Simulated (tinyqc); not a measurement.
Interdiffusion of a quantum well during annealing: blurred potential and shift of the confined levels: one step, computed by the program tinyqc. Command: `OMP_NUM_THREADS=1 python tinyqc.py 3020025 3020026 out.jsonl qwi walk`. One thread of a shared host (Intel(R) Xeon(R) Processor @ 2.30GHz), about 0.07 s of CPU time with the checks.

A square well of width w is blurred by Fick diffusion with a constant coefficient; band offsets are linear in composition, masses are uniform, and strain and excitons are ignored.

Task: Levels before the anneal. Square well, ground state: take the lowest root of k tan(k w/2) = kappa, k^2 = E/c, kappa^2 = (V - E)/c, c = hbar^2/(2m) with hbar^2/(2 m_0) in eV angstrom^2.

Inputs (values chosen for the exercise, modelled on GaAs in AlGaAs):

| quantity | value | unit |
|---|---|---|
| well width w | 3.6 | nm |
| electron mass m_e | 0.0672 | m_0 |
| hole mass m_h | 0.376 | m_0 |
| conduction offset V_c | 0.22 | eV |
| valence offset V_v | 0.13 | eV |

Constants: hbar^2/(2 m_0) = 3.80998212 eV angstrom^2.

Give: electron level before the anneal; hole level before the anneal.

Result:

electron level before the anneal = 109.09 meV

hole level before the anneal = 33.640 meV

Caution: the well mass is used in the barriers too; a heavier barrier mass would lower these levels.
